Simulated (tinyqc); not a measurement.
# Worked calculation: transfer-length model of a contact

Numbers from tinyqc (`OMP_NUM_THREADS=1 python tinyqc.py 2760163 2760164 out.jsonl`; about 0.01 s on one thread of a shared Intel Xeon 2.30GHz). Printed values are rounded.

A metal contact of length d and width W on a thin layer of the same width. The metal has no resistance, the sheet resistance under it equals Rsh, and current enters the layer at the front edge x = 0.

Parameters, values chosen for the exercise: contact length d = 0.94 um; contact width W = 2.7 um.

## Straight-line fit

| gap | L (um) | R_T (ohm) |
|---|---|---|
| 1 | 0.59 | 15.5 |
| 2 | 1.3 | 26.094 |
| 3 | 3 | 51.202 |
| 4 | 6.8 | 108 |

Pairs of such contacts at gaps L have R_T = Rsh L/W + 2 Rc. The values of R_T were made from Rsh and rc with a random scatter of 0.2 % and are treated as data. Least squares: slope = sum (L - mean L)(R_T - mean R_T)/sum (L - mean L)^2, intercept = mean R_T - slope mean L. Rsh = slope W, Rc = intercept/2, and A = Rc/slope is half the distance from the origin to the zero of the line.

slope = 14.89339 ohm/um
intercept = 6.673073 ohm
Rsh = 40.21215 ohm/sq
Rc = 3.336537 ohm
A = 0.2240280 um

## Iteration 1: transfer length

Lt at the start = 0.2240280 um

A = Lt coth(d/Lt) is solved for Lt, starting from Lt = A. Lt(new) = A tanh(d/Lt).

Lt after iteration 1 = 0.2239265 um

## Iteration 2: transfer length

As before.

Lt after iteration 2 = 0.2239269 um

## Course of the iteration

Stop when Lt changes by less than 1e-9 of itself, or after 40 iterations.

Course of the iteration:

| iteration | Lt (um) | relative change |
|---|---|---|
| 1 | 0.2239265 | 4.53e-4 |
| 2 | 0.2239269 | 1.72e-6 |
| 3 | 0.2239269 | 6.53e-9 |
| 4 | 0.2239269 | 2.48e-11 |

Converged in 4 iterations. The plain step multiplies the error by -2x/sinh(2x) = -0.0038, x = d/Lt.

## Contact resistivity

converged Lt = 0.2239269 um

rc = Rsh Lt^2. Short cuts: Rsh A^2 (long contact, Lt = A) and Rc W d (short contact, even current).

rc = 2.016367e-8 ohm cm^2
Rsh A^2 = 2.018190e-8 ohm cm^2
Rc W d = 8.468130e-8 ohm cm^2

The extracted rc is 4.0 % below the value 2.1e-8 ohm cm^2 that made the data. The long-contact form is 0.090 % above the extracted value and the short-contact form 4.20 times it; both can only overstate it.
